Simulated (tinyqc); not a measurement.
# From one set of inputs to another, one input at a time

Model: specific resistance of a metal-semiconductor contact and its transmission-line measurement. Computed by tinyqc, a small Python program. Command: `OMP_NUM_THREADS=1 python tinyqc.py 3010737 3010738 out.jsonl contact ladder`. One thread of a shared host (Intel(R) Xeon(R) Processor @ 2.30GHz), about 0.02 s of CPU time with the checks.

The barrier is parabolic (depletion approximation), energies E are normal energies counted from the band edge in the neutral semiconductor (downwards for holes), and the bias is zero. xi is an input, held fixed when other inputs move.

The inputs printed are set A. Set A is modelled on n-type 4H-SiC; the values taken over come from a set modelled on n-type silicon. Inputs not listed in the table keep their values of set A, so the rows need not describe a real material.

Inputs (values chosen for the exercise, modelled on n-type 4H-SiC):
```
quantity                                           value          unit
tunnelling mass m                                   0.31           m_0
permittivity eps                                     9.7             -
Richardson constant A*                               146  A/(cm^2 K^2)
barrier height phi_B                                 1.2            eV
doping N                                         4.2e+19        1/cm^3
Fermi level above the band edge in the bulk, xi    0.033            eV
temperature T                                        400             K
sheet resistance R_sh                                260           ohm
contact length d                                    0.99    micrometre
contact width W                                     0.27    micrometre
```

Image-force lowering: included.

Constants: hbar = 1.054571817e-34 J s; eps_0 = 8.8541878128e-12 F/m; m_0 = 9.1093837015e-31 kg; k_B = 8.617333262e-05 eV/K; e = 1.602176634e-19 C.

Method:
- E_00 = (e hbar/2) sqrt(N/(eps eps_0 m)); band bending E_b = phi_B + xi; depletion width w = sqrt(2 eps eps_0 E_b/(e^2 N)). Image lowering d_phi = (e^3 N E_b/(8 pi^2 (eps eps_0)^3))^(1/4) (E_b in volts), and E_b - d_phi replaces E_b everywhere except in w.
- WKB transmission for E < E_b, with a = E/E_b: D = exp{-(E_b/E_00) [sqrt(1 - a) - a ln((1 + sqrt(1 - a))/sqrt(a))]}; D = 1 above.
- At zero bias 1/rho_c = (e A*/k_B^2) int D(E) f(E) dE, f = 1/(1 + exp((E - xi)/k_B T)); 200 Gauss-Legendre points from 0 to E_b, and k_B T ln(1 + exp((xi - E_b)/k_B T)) for the part above the barrier; the share of tunnelling is the part below.
- Transmission-line model: transfer length L_T = sqrt(rho_c/R_sh); R_c = (R_sh L_T/W) coth(d/L_T). Limits: rho_c/(W d) for d << L_T, sqrt(rho_c R_sh)/W for d >> L_T.

Each row keeps all changes above it; columns: (1) input moved; (2) from; (3) to; (4) specific contact resistance rho_c (ohm cm^2); (5) contact resistance R_c (ohm); (6) transfer length L_T (micrometre):
```
(1)                                        (2)    (3)        (4)        (5)   (6)
set A                                        -      -  8.896e-05  3.360e+04     6
permittivity eps                           9.7   11.7  3.635e-04  1.363e+05    12
doping N (1/cm^3)                      4.2e+19  1e+19  3.550e+00  1.328e+09  1168
tunnelling mass m (m_0)                   0.31    0.3  3.022e+00  1.130e+09  1078
contact length d (micrometre)             0.99    3.7  3.022e+00  3.025e+08  1078
contact width W (micrometre)              0.27  0.074  3.022e+00  1.104e+09  1078
Richardson constant A* (A/(cm^2 K^2))      146    114  3.870e+00  1.413e+09  1220
barrier height phi_B (eV)                  1.2   0.82  1.058e-03  3.909e+05    20
```

Specific contact resistance rho_c goes from 8.90e-5 to 0.00106, a factor 11.9 in all. The largest single move comes from doping N (a factor 9760), and barrier height phi_B works against it (a factor 2.74e-4). Contact resistance R_c goes from 33600 to 391000, a factor 11.6 in all. The largest single move comes from doping N (a factor 9740), and barrier height phi_B works against it (a factor 2.77e-4). Transfer length L_T goes from 5.85 to 20.2, a factor 3.45 in all. The largest single move comes from doping N (a factor 98.8), and barrier height phi_B works against it (a factor 0.0165). The single moves hold for this order of the switches; the total does not depend on the order.

Extremes, crossings and ranges named in words are read from the listed rows.
